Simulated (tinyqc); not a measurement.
## One-dimensional ballistic tunnel FET, two-band WKB: effect of temperature

A p-type source for x < 0 with its Fermi level at 0 and its valence edge at ds; in the channel the bands fall as D exp(-x/lam) towards their flat values, with the conduction edge at Ec = ds - dP and D = dP + Eg. The gate moves dP one to one. The drain Fermi level lies at -Vd and the drain side reflects nothing. For w = E - Ec between 0 and dP an electron crosses the gap. Two-band dispersion with equal masses m: inside the gap kappa = sqrt(m u (1 - u/Eg)/C), u the distance from a band edge, C = hbar^2/(2 m0).

S(w) = 2 lam int_0^Eg kappa(u) du/(w + Eg - u) = 2 pi lam sqrt(m/(C Eg)) [w + Eg/2 - sqrt(w (w + Eg))], T(w) = exp(-S). I = g (2 q^2/h) int_0^dP T(w) [f(E) - f(E + Vd)] dw, E = ds - dP + w, f(x) = 1/(1 + exp(x/Vt)). Swing = d(dP)/d(log10 I).

Values chosen for this exercise; band and dielectric values those of a made-up semiconductor:
- Eg = 0.893 eV (band gap)
- m = 0.053 m0 (band-edge mass of the two-band model)
- lam = 5.2 nm (screening length of the source junction)
- ds = 0.2 eV (source valence edge above the source Fermi level)
- Vd = 0.3 V (drain bias)
- g = 1 (number of degenerate subbands (spin apart))
- dP = 0.15 eV (tunnelling window Ev(source) - Ec(channel))

Constants: q = 1.602176634e-19 C, kB = 1.380649e-23 J/K, hbar = 1.054571817e-34 J s, h = 6.62607015e-34 J s, m0 = 9.1093837015e-31 kg, Vt = kB T/q, hbar^2/(2 m0) = 0.0380998212 eV nm^2. Results are converted to the units shown.

Effect of temperature:
```
T (K)     I (uA)  swing (mV/decade)  Vt ln 10 (mV/decade)
77     9.795e-11              15.28                 15.28
150     3.008e-8              29.78                 29.76
200     2.112e-7              39.27                 39.68
250     8.059e-7              47.51                 49.61
300     2.141e-6              54.13                 59.53
350     4.489e-6              59.29                 69.45
400     7.992e-6              63.30                 79.37
```

I rises from 9.79e-11 to 7.99e-6 uA, and the swing rises from 15.3 to 63.3 mV/decade, while the thermionic limit rises from 15.3 to 79.4 mV/decade. Gap and mass are held fixed.

Numbers from tinyqc (`OMP_NUM_THREADS=1 python tinyqc.py 2620169 2620170 out.jsonl`; about 0.01 s on one thread of a shared Intel Xeon 2.30GHz).
